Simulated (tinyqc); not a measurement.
## Resonant-tunnelling diode, transfer matrices and Tsu-Esaki current: effect of the collector barrier

Emitter (band edge 0), barrier d1, well Lw, barrier d2, collector (edge -V). The bias drops linearly over these layers and none in the contacts; each layer is cut into ns equal slices, flat at the value of their centres. E is the energy of motion across the layers, C = hbar^2/(2 m0), psi and psi'/m are continuous. Transport is coherent, T(E) is taken as independent of the transverse momentum, and charge in the well is ignored.

For the pair (psi, psi'/m) a flat layer has M = [[cos kd, (m/k) sin kd], [-(k/m) sin kd, cos kd]] with k = sqrt(m (E - U)/C) above its edge U, and M = [[cosh Kd, (m/K) sinh Kd], [(K/m) sinh Kd, cosh Kd]] with K = sqrt(m (U - E)/C) below it. Later slices stand to the left. With M acting on (psi, psi'/m) and v = k/m in each lead, T(E) = 4 vL vR/[(vL vR M12 - M21)^2 + (vR M11 + vL M22)^2]. J = J0 times the integral over E > 0 of T(E) N(E), N = ln[(1 + exp((Ef - E)/Vt))/(1 + exp((Ef - V - E)/Vt))], J0 = q^2 mw m0 kB T/(2 pi^2 hbar^3) (times 1e-4 for A/cm^2 per eV). The integral is converged to the digits shown. The resonance is the first maximum of T(E) for E > 0, G its full width at half maximum.

Inputs (values chosen for the exercise); masses and offsets of a made-up heterostructure:

| symbol | value | unit | meaning |
|---|---|---|---|
| T | 77 | K | temperature |
| mw | 0.26 | m0 | mass in the well, spacer and contacts |
| U1 | 1 | eV | barrier height |
| m1 | 0.51 | m0 | barrier mass |
| d1 | 0.8 | nm | emitter barrier |
| Lw | 1.8 | nm | well width |
| ns | 1 |  | slices in each layer |
| Ef | 0.064 | eV | Fermi energy of both contacts above their band edges |
| V | 0.2 | V | bias of the collector |

Constants: q = 1.602176634e-19 C, kB = 1.380649e-23 J/K, hbar = 1.054571817e-34 J s, m0 = 9.1093837015e-31 kg, Vt = kB T/q, hbar^2/(2 m0) = 0.0380998212 eV nm^2. Results are converted to the units shown.

Effect of the collector barrier:
```
d2 (nm),Er (eV),Tp,G (meV),J (kA/cm^2)
0.6,0.07130,0.3658,5.314,30.38
0.8,0.07763,0.8327,1.915,9.985
1,0.08310,0.9556,0.9704,2.566
1.1,0.08559,0.7595,0.8015,1.170
1.3,0.09017,0.3154,0.6733,0.2125
1.5,0.09430,0.09963,0.6476,0.03664
1.7,0.09804,0.02883,0.6501,0.006487
```

As d2 grows from 0.6 to 1.7 nm, G goes from 5.31 through a minimum of 0.648 (at d2 = 1.5 nm among the rows listed) to 0.650 meV, Tp goes from 0.366 through a maximum of 0.956 (at d2 = 1 nm among the rows listed) to 0.0288, and J falls from 30.4 to 0.00649 kA/cm^2. The product G Tp changes by a factor of 0.00964 and J by 2.14e-4; the rest comes from the shift of Er (0.0713 to 0.0980 eV) against the supply function and from current off resonance. In 1 of the 7 rows a layer is thinner than 0.8 nm, a few atomic planes, where an effective mass is a rough description.

Program tinyqc, `OMP_NUM_THREADS=1 python tinyqc.py 2600101 2600102 out.jsonl`; Intel Xeon 2.30GHz, shared host, one thread, about 0.09 s.
